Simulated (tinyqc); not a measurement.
From results back to parameters: inversion layer as a triangular well, valleys of the Si type. Two cases, with inputs chosen for the exercise.

Problem. The spacing of the two lowest levels of one ladder was computed from a hidden sheet density Ns.

The field is taken as constant, e F = 4 pi (e^2/4 pi eps0)(Nd + eta Ns)/eps, with 1e12/cm^2 = 1e-4/angstrom^2, and the oxide as a hard wall at z = 0; c = hbar^2/2m0.

Level j of a valley lies at E_j = a_j (c (e F)^2/m_z)^(1/3) above the band edge at the surface, with the Airy zeros a_j = 2.338107, 4.087949, 5.520560, 6.786708, 7.944134, 9.022651, 10.040174, 11.008524, 11.936016, 12.828777, and has <z> = 2 E_j/(3 e F).

Constants: hbar^2/2m0 = 3.80998211 eV angstrom^2; e^2/(4 pi eps0) = 14.39964547 eV angstrom.

Case 1.

Values chosen (near those of Si; the results hold for these values, not for the real material):
- m_z = 0.933 m0 (confinement mass)
- eps = 11.9 (dielectric constant)
- Nd = 0.91 x 1e12/cm^2 (depletion charge)
- eta = 0.5 (share of Ns in the effective field)

E_1 - E_0 = 47.5982 meV

Case 2.

Values chosen (near those of Si; the results hold for these values, not for the real material):
- m_z = 0.918 m0 (confinement mass)
- eps = 11.7 (dielectric constant)
- Nd = 0.44 x 1e12/cm^2 (depletion charge)
- eta = 0.5 (share of Ns in the effective field)

E_1 - E_0 = 36.0879 meV

Find: F; Ns.

Solution. e F = sqrt(m_z/c) [(E_1 - E_0)/(a_1 - a_0)]^(3/2), with a_0 and a_1 the first two zeros; then Ns = (eps e F/(4 pi e^2/4 pi eps0) - Nd)/eta.

Case 1.

F = 0.2220 MV/cm
Ns = 1.10 x 1e12/cm^2

Case 2.

F = 0.1454 MV/cm
Ns = 1.00 x 1e12/cm^2

Computed by tinyqc, one run a case: `OMP_NUM_THREADS=1 python tinyqc.py N N+1 out.jsonl` with N = 1281116, 1281188; one thread of a shared Intel(R) Xeon(R) Processor @ 2.30GHz, about 0.05 s a run at most.
